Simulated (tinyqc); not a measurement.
Dopant mobility from one pulse.

Question. With linear drift and no window, R = Ron x + Roff (1 - x), dx/dt = k i, k = mv Ron/D^2, and so R^2 = R0^2 - 2 k (Roff - Ron) phi after the flux phi. Find x0, k, mv and the charge passed.

Inputs (values chosen for the exercise):
- Ron = 100 ohm (resistance of the fully doped film)
- Roff = 5000 ohm (resistance of the undoped film)
- D = 10 nm (film thickness)

R before and after a pulse of flux 0.011 V s (ohm): [2648, 1643.1385]

Solution. R^2 is linear in the flux and R is linear in the charge.

x0 = 0.4800
k = 4.000e4 1/C
mv = 4.000e-14 m^2/(V s)
charge = 5.127 uC

Computed by the program tinyqc: `OMP_NUM_THREADS=1 python tinyqc.py 2880037 2880038 out.jsonl`, one thread of a shared Intel Xeon 2.30GHz, about 0.1 s for the whole run.
